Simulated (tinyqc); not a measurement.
Enthalpies against pressure: pressure-driven transition between two phases with analytic equations of state. Computed by tinyqc, a small Python program. Command: `OMP_NUM_THREADS=1 python tinyqc.py 3024218 3024219 out.jsonl transition walk`. One thread of a shared host (Intel(R) Xeon(R) Processor @ 2.30GHz), about 0.06 s of CPU time with the checks.

Each phase obeys E = E0 + (B0 V/B') [(V0/V)^B'/(B' - 1) + 1] - B0 V0/(B' - 1), P = (B0/B') [(V0/V)^B' - 1]; E0 = 0 for phase 1 and Delta E0 for phase 2. H = E + P V.

Inputs (values chosen for the exercise, for two model phases):
```
quantity                                   value             unit
volume V0 of phase 1                        14.7  angstrom^3/atom
B0 of phase 1                                111              GPa
B' of phase 1                                  4                -
volume V0 of phase 2                        12.7  angstrom^3/atom
B0 of phase 2                                113              GPa
B' of phase 2                               5.08                -
energy of phase 2 above phase 1, Delta E0  0.051          eV/atom
```

Equation of state: Murnaghan.

Constants: 1 eV/angstrom^3 = 160.2176634 GPa.

Method. Start from P = Delta E0/(V0 of phase 1 - V0 of phase 2); at each P solve P(V) = P for both phases and step P(new) = P - (H_2 - H_1)/(V_2 - V_1); stop when |H_2 - H_1| < 1e-10 eV. At the zero-temperature transition the volume change is V_2/V_1 - 1 and the work is P (V_1 - V_2). For each P solve P(V) = P in both phases.

transition pressure = 4.17270 GPa

V_1 at the transition = 14.1941 angstrom^3

V_2 at the transition = 12.2774 angstrom^3

Both phases:
```
P (GPa)  V_1 (angstrom^3)  V_2 (angstrom^3)  H_2 - H_1 (meV/atom)   stable
0.0                14.700            12.700                51.000  phase 1
1.0                14.570            12.591                38.580  phase 1
2.1                14.434            12.476                25.062  phase 1
3.1                14.316            12.378                12.904  phase 1
3.8                14.236            12.312                 4.467  phase 1
4.5                14.158            12.248                -3.909  phase 2
5.4                14.061            12.168               -14.590  phase 2
6.7                13.926            12.059               -29.846  phase 2
```

What does the comparison show, and why?

H_2 - H_1 changes with slope V_2 - V_1, from -2.000 to -1.868 angstrom^3 per atom over the table, and passes zero at 4.17 GPa. An error of 10 meV per atom in Delta E0 moves the transition by about 0.84 GPa.
